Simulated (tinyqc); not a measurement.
Inside a calculation. Model: electron-beam lithography: double-Gaussian proximity function, edge placement and dose correction for parallel lines. Computed by tinyqc, a small Python program that keeps every step. Command: `OMP_NUM_THREADS=1 python tinyqc.py 3112640 3112641 out.jsonl proximity walk`. One thread of a shared host (Intel(R) Xeon(R) Processor @ 2.30GHz), about 0.01 s of CPU time with the checks. Intermediate numbers are printed to about 7 digits and carried at full precision; extremes and crossings named in words are read from the listed rows.

Lines are infinitely long. Absorbed energy is counted so that the middle of a very large area written at dose 1 receives 1; the resist develops where it exceeds 1/2.

Inputs (values chosen for the exercise, of the order of those for 10 keV electrons in resist on silicon):

| quantity | value | unit |
|---|---|---|
| forward range alpha | 0.013 | micrometre |
| backscatter range beta | 1.2 | micrometre |
| backscatter ratio eta | 0.66 | - |
| base dose D0 | 310 | microcoulomb/cm^2 |
| beam current | 15 | nA |
| pixel size | 10 | nm |
| width of the test line | 0.15 | micrometre |
| pattern density around the test line | 0.31 | - |

line widths (micrometre): 0.22  0.086  0.17  0.036

gaps between the lines (micrometre): 0.066  0.064  0.83

Constants: e = 1.602176634e-19 C.

## Layout

The first line starts at x = 0; each next one starts after the width and the gap.

Lines (micrometre):

| line | left edge | right edge | centre |
|---|---|---|---|
| 1 | 0.000 | 0.220 | 0.110 |
| 2 | 0.286 | 0.372 | 0.329 |
| 3 | 0.436 | 0.606 | 0.521 |
| 4 | 1.436 | 1.472 | 1.454 |

## Interaction matrix

f(r) = [exp(-r^2/alpha^2)/alpha^2 + eta exp(-r^2/beta^2)/beta^2]/(pi (1 + eta)). A line from a to b at dose d gives E(x) = d [S(alpha) + eta S(beta)]/(1 + eta), S(s) = [erf((b - x)/s) - erf((a - x)/s)]/2. M_ij is the mean of E at the two edges of line i from line j at dose 1.

M:
```
           1          2          3          4
1  0.3418733  0.0154218  0.0280440  0.0019440
2  0.0396265  0.3172533  0.0308883  0.0027972
3  0.0363551  0.0155890  0.3327717  0.0036805
4  0.0117840  0.0066786  0.0173686  0.3079052
```

## Dose correction

Uncorrected edge energies are M 1. Solve M d = 1/2 for the doses d that put the mean edge energy of every line at the threshold.

edge energies at dose 1: 1 0.3872832, 2 0.3905654, 3 0.3883962, 4 0.3437365

corrected doses: 1 1.291120, 2 1.276616, 3 1.285368, 4 1.474266

largest over smallest dose = 1.154823

Line 4 needs the most and line 2 the least; a narrow isolated line much wider than alpha would need 1 + eta = 1.66.

## Printed widths

Edges are the roots of E(x) = 1/2 between a line centre and the middle of the next gap. Three cases: dose 1 everywhere; one common dose equal to the mean of d; the corrected doses.

Width error, printed less drawn (nm):

| line | drawn width (nm) | dose 1 | mean dose | corrected |
|---|---|---|---|---|
| 1 | 220 | -8.96197 | 0.907764 | 1.92e-04 |
| 2 | 86 | -8.68236 | 1.159181 | 0 |
| 3 | 170 | -8.86694 | 0.992965 | 9.20e-05 |
| 4 | 36 | -12.98634 | -2.432213 | 1.20e-04 |

With the common mean dose the errors span 3.6 nm. With corrected doses the largest error is below 0.01 nm.

## Dose to size and latitude

A test line of width w << beta in surroundings of density rho, all at dose d: near its edge E(x) = d [S + eta rho]/(1 + eta), S = [erf((b - x)/alpha) - erf((a - x)/alpha)]/2 for edges a and b, the second term being the background energy. Dose to size d_s = (1 + eta)/(erf(w/alpha) + 2 eta rho), dose = d_s D0; edge slope d [1 - exp(-w^2/alpha^2)]/(sqrt(pi) alpha (1 + eta)); width change per 1 % of dose = 2 x 0.01 x (1/2)/slope.

dose to size d_s = 1.177973

dose = 365.1717 microcoulomb/cm^2

edge slope = 0.03079705 1/nm

width change per 1 % of dose = 0.3247065 nm

background energy = 0.1451888

The background supplies 29 % of the threshold.

## Shot noise and writing time

With dose = d_s D0: electrons per pixel N = dose x pixel area/e; relative noise 1/sqrt(N); time per cm^2 of pattern area = dose x density/current; pixel rate = current/(dose x pixel area).

electrons per pixel = 2279.223

shot noise = 2.094627 %

writing time per cm^2 = 2.096356 h

pixel rate = 41.07656 MHz

Checks made by the program: corrected edge energies (relative difference below 1e-10).
